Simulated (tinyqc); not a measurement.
Channel mobility from two channel lengths.

Question. Two power MOSFETs differ only in channel length: R_on = R_rest + Lc (Wp + a)/(2 mch Cox Vov), Cox = 3.9 eps0/tox. Find mch and R_rest.

Parameters, values chosen for the exercise:
```
symbol  value  unit                                             meaning
tox        47    nm                    gate oxide thickness (eps_r 3.9)
Vov        13     V                                      gate overdrive
Wp        2.5    um  width of the p body in one cell, channels included
a           2    um                   gap between neighbouring p bodies
```

Constants: eps0 = 8.8541878128e-14 F/cm where lengths are in cm. Results are converted to the units shown.

R_on at Lc = 0.21 and 0.69 um (mohm cm^2): 1.0166790  1.4205167

Solution. R_on is a straight line in Lc; its slope gives mch and its intercept the rest.

mch = 28.0 cm^2/(V s)
R_rest = 0.840 mohm cm^2

Program tinyqc, `OMP_NUM_THREADS=1 python tinyqc.py 2230110 2230111 out.jsonl`; Intel Xeon 2.30GHz, shared host, one thread, about 0.01 s.
